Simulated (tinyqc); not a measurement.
Pariser-Parr-Pople SCF with singles CI, for the molecule ClC1=CC=C2C=CC=C12 (SMILES; centres numbered as the heavy atoms are written), step by step. Computed by tinyqc, a small Python program that keeps every step. Settings: charge = 0, gamma = MN, start = huckel, damping = 0, iteration cap = 51, excitations kept = 6. Command: `OMP_NUM_THREADS=1 python tinyqc.py 23237 23238 out.jsonl` (the two numbers bound the seeds that draw the settings). One thread of a shared host (Intel(R) Xeon(R) Processor @ 2.60GHz), about 0.01 s of CPU time with the checks.

Centres (angstrom, eV; a flat drawing with bonds scaled to 1.40 angstrom):

| centre | x | y | core charge z | W | gamma_rr |
|---|---|---|---|---|---|
| 1Cl | -2.29100 | 1.41600 | 2 | 26.00000 | 13.00000 |
| 2C | -1.37900 | 0.35500 | 1 | 11.16000 | 11.13000 |
| 3C | -1.70100 | -1.00800 | 1 | 11.16000 | 11.13000 |
| 4C | -0.50500 | -1.73500 | 1 | 11.16000 | 11.13000 |
| 5C | 0.55600 | -0.82300 | 1 | 11.16000 | 11.13000 |
| 6C | 1.95200 | -0.70900 | 1 | 11.16000 | 11.13000 |
| 7C | 2.27400 | 0.65400 | 1 | 11.16000 | 11.13000 |
| 8C | 1.07800 | 1.38100 | 1 | 11.16000 | 11.13000 |
| 9C | 0.01700 | 0.46900 | 1 | 11.16000 | 11.13000 |

Resonance integrals (eV):

| i | j | beta |
|---|---|---|
| 1 | 2 | -1.59000 |
| 2 | 3 | -2.39000 |
| 3 | 4 | -2.39000 |
| 4 | 5 | -2.39000 |
| 5 | 6 | -2.39000 |
| 6 | 7 | -2.39000 |
| 7 | 8 | -2.39000 |
| 8 | 9 | -2.39000 |
| 9 | 2 | -2.39000 |
| 9 | 5 | -2.39000 |

Stop when output and input P, before any damping, agree to 1e-7.

Course of the cycle:

| iteration | E (eV) | largest \|P(out) - P(in)\| |
|---|---|---|
| 1 | -134.0341741 | 9.17e-01 |
| 2 | -140.9170314 | 1.33e-01 |
| 3 | -141.1476754 | 1.77e-02 |
| 4 | -141.1576203 | 6.49e-03 |
| 5 | -141.1588745 | 2.47e-03 |
| 6 | -141.1590929 | 1.42e-03 |
| 7 | -141.1591607 | 1.01e-03 |
| 8 | -141.1592000 | 7.98e-04 |
| 9 | -141.1592302 | 6.76e-04 |
| 10 | -141.1592552 | 6.22e-04 |
| 11 | -141.1592763 | 5.73e-04 |
| ... | ... | ... |
| 41 | -141.1593911 | 4.73e-05 |
| 42 | -141.1593912 | 4.36e-05 |
| 43 | -141.1593913 | 4.01e-05 |
| 44 | -141.1593914 | 3.69e-05 |
| 45 | -141.1593915 | 3.40e-05 |
| 46 | -141.1593916 | 3.13e-05 |
| 47 | -141.1593916 | 2.88e-05 |
| 48 | -141.1593917 | 2.65e-05 |
| 49 | -141.1593917 | 2.44e-05 |
| 50 | -141.1593917 | 2.25e-05 |
| 51 | -141.1593918 | 2.07e-05 |

Can the last value be used, and what does the course show?

Not by the stop rule, although the second column moves by less than 1e-07 over the last three steps. Not converged within 51 iterations: the residual falls steadily but slowly, by a factor of about 0.92 a step. Reruns (cap 100 unless said): damping 0.5: not converged; the original settings with a cap of 400: converged in 116 (E = -141.15939).
